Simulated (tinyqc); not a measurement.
Comparisons within one model: carrier statistics of a doped semiconductor with parabolic bands. A value that a table varies takes the place of the one given here.

Eg(T) = Eg0 - al T^2/(T + be); m_de = Mv^(2/3) (ml mt^2)^(1/3); m_dh = (mhh^(3/2) + mlh^(3/2))^(2/3); Nc and Nv from N = 2 (m kB T/(4 pi c))^(3/2) with c = hbar^2/2m0, in 1/angstrom^3; times 1e24 for 1/cm^3.

Energies are counted from Ev, so Ec = Eg. n = Nc F_1/2((EF - Eg)/kT), p = Nv F_1/2(-EF/kT), ND+ = ND/(1 + 2 exp((EF - Eg + ED)/kT)), NA- = NA/(1 + 4 exp((EA - EF)/kT)); neutrality asks p + ND+ = n + NA-. F_j(eta) = (1/Gamma(j + 1)) integral_0^infinity x^j dx/(1 + exp(x - eta)), which tends to exp(eta) for eta << 0.

Constants: hbar^2/2m0 = 3.80998211 eV angstrom^2; kB = 8.617333262e-05 eV/K.

Parameters, chosen for this exercise (near those of Ge; not measured data):

| symbol | value | unit | meaning |
|---|---|---|---|
| Eg0 | 0.7447 | eV | gap at 0 K |
| al | 0.000476 | eV/K | Varshni alpha |
| be | 236 | K | Varshni beta |
| ml | 1.59 | m0 | longitudinal electron mass |
| mt | 0.0822 | m0 | transverse electron mass |
| Mv | 4 |  | equivalent valleys |
| mhh | 0.333 | m0 | heavy-hole mass |
| mlh | 0.0428 | m0 | light-hole mass |
| ND | 1.6e+17 | 1/cm^3 | donors |
| NA | 1.8e+12 | 1/cm^3 | acceptors |
| ED | 0.0119 | eV | donor level below Ec |
| EA | 0.011 | eV | acceptor level above Ev |
| T | 150 | K |  |

## Temperature

Neutrality solved at each temperature; ni = sqrt(Nc Nv) exp(-Eg/2kT).

Carriers (1/cm^3):

| T (K) | EF (eV) | n | p | majority / \|ND - NA\| | ni | Eg (eV) |
|---|---|---|---|---|---|---|
| 10 | 0.7386 | 7.05e+13 | <1e-99 | 0.000440 | <1e-99 | 0.7445 |
| 20 | 0.7373 | 3.73e+15 | <1e-99 | 0.0233 | 2.30e-77 | 0.7440 |
| 40 | 0.7325 | 3.17e+16 | 1.27e-75 | 0.198 | 6.42e-30 | 0.7419 |
| 77 | 0.7178 | 8.86e+16 | 6.90e-30 | 0.554 | 7.91e-07 | 0.7357 |
| 120 | 0.6939 | 1.23e+17 | 9.15e-12 | 0.769 | 1.07e+03 | 0.7254 |
| 200 | 0.6380 | 1.45e+17 | 230 | 0.907 | 5.80e+09 | 0.7010 |
| 300 | 0.5558 | 1.53e+17 | 2.32e+09 | 0.955 | 1.89e+13 | 0.6648 |
| 400 | 0.4654 | 1.56e+17 | 1.06e+13 | 0.973 | 1.29e+15 | 0.6250 |
| 500 | 0.3700 | 1.59e+17 | 2.02e+15 | 0.994 | 1.80e+16 | 0.5830 |
| 600 | 0.2853 | 2.14e+17 | 5.71e+16 | 1.34 | 1.11e+17 | 0.5397 |

How do the results move?

Ionisation is incomplete: the majority density is below 90 % of the net doping at 10, 20, 40, 77 and 120 K, down to a share of 0.00044. It is within 10 % of the net doping at 200, 300, 400 and 500 K. At 600 K thermal pairs lift it more than 10 % above the net doping; ni has reached 1.11e+17 1/cm^3 at 600 K against a net doping of 1.60e+17. EF goes from 0.739 eV to 0.285 eV, where midgap is 0.270 eV and the intrinsic level (Boltzmann) 0.251 eV. Above roughly 3e+17 1/cm^3 (N^(1/3) a = 0.26, with the radius a = sqrt(c/(m E)) from the ionisation energy E and the mass (ml mt^2)^(1/3)) the levels merge with the band and real ionisation is complete; sharp levels then overstate freeze-out.

## Doping level

Only donors are present (NA = 0); eta is the distance of EF beyond the conduction edge in units of kT.

Neutral state:

| ND (1/cm^3) | EF (eV) | majority (1/cm^3) | ionised share | eta |
|---|---|---|---|---|
| 1.0e+14 | 0.5811 | 1.00e+14 | 1.000 | -10.51 |
| 1.0e+15 | 0.6108 | 9.99e+14 | 0.999 | -8.21 |
| 1.0e+16 | 0.6404 | 9.87e+15 | 0.987 | -5.92 |
| 1.0e+17 | 0.6690 | 8.91e+16 | 0.891 | -3.71 |
| 1.0e+18 | 0.6932 | 5.56e+17 | 0.556 | -1.84 |
| 3.0e+18 | 0.7029 | 1.11e+18 | 0.371 | -1.09 |
| 1.0e+19 | 0.7127 | 2.16e+18 | 0.216 | -0.33 |
| 3.0e+19 | 0.7215 | 3.69e+18 | 0.123 | 0.35 |

How do the results move?

The impurity level lies at 0.7051 eV. The ionised share falls from 1.000 to 0.123 as EF passes through it between 3e+18 and 1e+19 1/cm^3 (share 1/3 there); it is below one half from 3e+18 1/cm^3 on. Over the last two rows the doping grows threefold and the majority density by a factor 1.71. EF comes within 3 kT of the majority band edge from 1e+18 1/cm^3 on. Above roughly 3e+17 1/cm^3 (N^(1/3) a = 0.26, with the radius a = sqrt(c/(m E)) from the ionisation energy E and the mass (ml mt^2)^(1/3)) the levels merge with the band and real ionisation is complete; sharp levels then overstate freeze-out.

## What each input does

Neutrality solved anew for each case. Each row changes one parameter from the base and keeps the others.

Results:

| case | EF (eV) | n (1/cm^3) | p (1/cm^3) |
|---|---|---|---|
| base | 0.6744 | 1.35e+17 | 3.92e-05 |
| T = 170 K | 0.6603 | 1.40e+17 | 0.0571 |
| ND = 3.2e+17 1/cm^3 | 0.6820 | 2.40e+17 | 2.18e-05 |
| NA = 2.34e+12 1/cm^3 | 0.6744 | 1.35e+17 | 3.92e-05 |
| Eg0 = 0.7947 eV | 0.7244 | 1.35e+17 | 8.18e-07 |
| mt = 0.0986 m0 | 0.6723 | 1.38e+17 | 4.60e-05 |
| mhh = 0.3996 m0 | 0.6744 | 1.35e+17 | 5.09e-05 |
| ED = 0.0179 eV | 0.6734 | 1.25e+17 | 4.21e-05 |

What can be read from the table?

The largest shifts from the base row, up to three for each result and ties (the steps differ in size, so this ranks the rows, not the parameters). EF (eV): Eg0 +0.0500, T -0.0141, ND +0.0076; unchanged at the printed digits by NA and mhh. n (1/cm^3): ND +1.05e+17, ED -9.43e+15, T +5.05e+15; unchanged at the printed digits by NA, Eg0 and mhh. p (1/cm^3): T +0.0571, Eg0 -3.83e-05, ND -1.74e-05; unchanged at the printed digits by NA.

Program tinyqc; command `OMP_NUM_THREADS=1 python tinyqc.py 1681405 1681406 out.jsonl`; about 0.01 s on one thread of a shared Intel(R) Xeon(R) Processor @ 2.30GHz.
